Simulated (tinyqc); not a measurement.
Elastic strain and critical thickness of a cubic alloy layer A(1-x)B(x) on a thick substrate: one step, computed by the program tinyqc.

Strain is positive in tension. The layer is coherent with the substrate unless said otherwise.

Task: Biaxial strain, stress and energy. (111): D = 2 (C11 + 2 C12 - 2 C44)/(C11 + 2 C12 + 4 C44), M = 6 C44 (C11 + 2 C12)/(C11 + 2 C12 + 4 C44). The free surface carries no normal stress, so e_perp = -D f; dV/V = 2 f + e_perp; stress = M f; energy per area = M f^2 h (1 GPa nm = 1 J/m^2).

Inputs (values chosen for the exercise, for a model alloy): layer thickness h = 5 nm.

Growth plane: (111).

elastic constants (GPa): C11 89.8794, C12 55.7300, C44 41.0039

misfit f = -0.007394194

Give: ratio D; normal strain e_perp; volume strain dV/V; biaxial modulus M; in-plane stress; strain energy per area.

Result:

ratio D = 0.6532

normal strain e_perp = 0.004830

volume strain dV/V = -0.009958

biaxial modulus M = 135.6 GPa

in-plane stress = -1.002 GPa

strain energy per area = 0.03706 J/m^2
